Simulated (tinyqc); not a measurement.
Composition from the perpendicular lattice constant.

Inverse problem. The layer is x parts of the first compound and 1 - x of the second, grown coherently on the third as substrate and barrier. Rows of the table: lattice constant a, average valence level Ea on an absolute scale, spin-orbit splitting so, gaps at Gamma, X and L, hydrostatic deformation potentials av and ac (Gamma), shear potential b, elastic constants, electron and heavy-hole (along z) masses. All are interpolated linearly in x; gaps get -C x (1 - x), taken wholly in the conduction band; real line-ups can differ from this model by 0.1 eV or more. In-plane strain e = (a_substrate - a)/a, e_z = -2 (c12/c11) e, volume change 2 e + e_z. X-ray diffraction gives a_z = a (1 + e_z) of the coherent layer. Find x, e and the relaxed Gamma gap.

Inputs (values chosen for the exercise):
- CG = 0.65 eV (bowing of the Gamma gap)
- CX = 0.2 eV (bowing of the X gap)
- CL = 1.03 eV (bowing of the L gap)

Binary compounds, values chosen for the exercise:
```
              close to InP  close to GaP  close to GaAs
a (angstrom)         5.869         5.451          5.653
Ea (eV)              -7.04          -7.4          -6.92
so (eV)              0.109        0.0798           0.34
EG (eV)               1.34           2.8           1.43
EX (eV)               2.17          2.23           1.89
EL (eV)               1.95          2.59           1.71
av (eV)               1.26          1.68           1.16
ac (eV)              -4.98         -7.24          -7.24
b (eV)               -1.68         -1.79          -1.68
c11 (GPa)              101           141            119
c12 (GPa)             56.8          61.7           54.3
me (m0)             0.0804          0.13         0.0667
mh (m0)              0.536         0.331          0.347
```

lattice constant along the growth direction = 5.64207441 angstrom

Solution. a_z changes steadily with x, about (1 + 2 c12/c11) times as fast as the relaxed lattice constant, so one composition matches.

x = 0.470
e = 0.0981 %
relaxed Gamma gap = 1.95 eV

Numbers from tinyqc (`OMP_NUM_THREADS=1 python tinyqc.py 2690088 2690089 out.jsonl`; about 0.01 s on one thread of a shared Intel Xeon 2.30GHz).
